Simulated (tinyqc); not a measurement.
# Raman shift of the zone-centre optical phonon of a diamond-structure crystal under stress, step by step

A worked calculation. Computed by tinyqc, a small Python program that keeps every step. Command: `OMP_NUM_THREADS=1 python tinyqc.py 3013922 3013923 out.jsonl ramanstress walk`. One thread of a shared host (Intel(R) Xeon(R) Processor @ 2.30GHz), about 0.01 s of CPU time with the checks. Intermediate numbers are printed to about 6 digits and carried at full precision; extremes and crossings named in words are read from the listed rows.

Axes x, y, z are the cube axes. Strain shifts the threefold optical mode and can split it; p, q and r are the phonon deformation potentials.

Inputs (values chosen for the exercise, modelled on silicon): unstrained frequency omega_0 = 520.6 1/cm; p/omega_0^2 = -1.83; q/omega_0^2 = -2.22; r/omega_0^2 = -0.723; C11 = 163.6 GPa; C12 = 63.97 GPa; C44 = 80.12 GPa; stress sigma (tension positive) = 0.31 GPa; polarisation angle phi = 60 degree; temperature coefficient d omega/dT = -0.022 1/(cm K); local temperature T = 360 K; laser wavelength = 364 nm.

Stress state: uniaxial. Axis: [110].

Constants: h = 6.62607015e-34 J s; c = 299792458 m/s; k_B = 1.380649e-23 J/K.

## Compliances

S11 = (C11 + C12)/D, S12 = -C12/D, D = (C11 - C12)(C11 + 2 C12), S44 = 1/C44.

S11 = 7.83478 1/TPa

S12 = -2.20236 1/TPa

S44 = 12.4813 1/TPa

## Stress and strain tensors

Uniaxial stress along the unit vector n of the axis: sigma_ij = sigma n_i n_j. eps_xx = S11 sigma_xx + S12 (sigma_yy + sigma_zz), and cyclic; eps_xy = S44 sigma_xy/2 (tensor strain).

stress (GPa), rows x, y, z:
$$\begin{pmatrix}
0.155 & 0.155 & 0.000 \\
0.155 & 0.155 & 0.000 \\
0.000 & 0.000 & 0.000
\end{pmatrix}$$

strain (per mille), rows x, y, z:
$$\begin{pmatrix}
0.873025 & 0.967299 & 0.000000 \\
0.967299 & 0.873025 & 0.000000 \\
0.000000 & 0.000000 & -0.682731
\end{pmatrix}$$

volume strain = 1.06332 per mille

## Secular matrix and shifts

Secular matrix: M_xx = p eps_xx + q (eps_yy + eps_zz), M_xy = 2 r eps_xy; its eigenvalues are omega^2 - omega_0^2, and the shifts are these over 2 omega_0.

M/(2 omega_0) (1/cm), rows x, y, z:
$$\begin{pmatrix}
-0.525829 & -0.364085 & 0.000000 \\
-0.364085 & -0.525829 & 0.000000 \\
0.000000 & 0.000000 & -0.683765
\end{pmatrix}$$

shifts, in rising order (1/cm): [-0.889914, -0.683765, -0.161744]

All three modes are split. Tension softens every mode.

## Mean shift and Grueneisen parameter

gamma = -(p + 2q)/(6 omega_0^2); the mean of the three shifts is -gamma omega_0 x (volume strain).

mode Grueneisen parameter gamma = 1.045

mean shift = -0.578474 1/cm

## The line seen from a (001) surface

Backscattering from a (001) surface: incident polarisation (cos phi, sin phi, 0). With Raman tensors (R_z)_xy = (R_z)_yx = 1 and cyclic, only the z component u_z of a mode counts: I = u_z^2 sin^2(2 phi) for parallel and u_z^2 cos^2(2 phi) for crossed polarisers. An unresolved line sits at the intensity-weighted shift, which is M_zz/(2 omega_0).

total intensity, parallel = 0.75

total intensity, crossed = 0.25

shift of the observed line = -0.683765 1/cm

shift per stress = -2.20569 1/(cm GPa)

stress per shift = -453.372 MPa cm

The z-polarised mode is an eigenmode here, so one line is seen.

## The same stress in different states

Uniaxial: sigma n n^T; biaxial: sigma (1 - n n^T); hydrostatic: sigma 1. The line seen from (001) is taken as unresolved, at the intensity-weighted shift M_zz/(2 omega_0).

Shifts (1/cm):
```
state                    lowest    middle   highest  line seen from (001)
uniaxial [100]         -0.68376  -0.68376  -0.36789              -0.68376
uniaxial [110]         -0.88991  -0.68376  -0.16174              -0.68376
uniaxial [001]         -0.68376  -0.68376  -0.36789              -0.36789
uniaxial [111]         -1.06392  -0.33575  -0.33575              -0.57847
biaxial, normal [001]  -1.36753  -1.05166  -1.05166              -1.36753
biaxial, normal [111]  -1.39967  -1.39967  -0.67150              -1.15695
hydrostatic            -1.73542  -1.73542  -1.73542              -1.73542
```

Seen from (001), uniaxial stress along [100] and along [110] give the same shift (-0.684), and equal biaxial stress in the plane gives twice as much (-1.368), since only sigma_xx + sigma_yy and sigma_zz enter M_zz. Stress along [001] gives -0.368. One measured shift therefore fixes the stress only once its state is assumed: read as uniaxial in the plane, a shift implies twice the stress that it does read as biaxial.

## Heating mistaken for stress

A temperature above 300 K shifts the line by (d omega/dT)(T - 300 K); divided by the shift per stress it poses as a stress; the total shift adds it to the shift of the observed line. The anti-Stokes to Stokes ratio is [(omega_L + omega_0)/(omega_L - omega_0)]^3 exp(-h c omega_0/(k_B T)) in photon counts, omega_L = 1/wavelength, resonance effects left out.

thermal shift = -1.32 1/cm

apparent stress from heating = 0.598452 GPa

total shift = -2.00376 1/cm

anti-Stokes/Stokes ratio = 0.139887

Heating poses as tension, 193 % of the true stress in size; the intensity ratio gives T apart from the shift.

Checks made by the program: mean of the eigenvalues against the trace rule (relative difference below 1e-10); weighted mean of the modes against M_zz (relative difference below 1e-10).
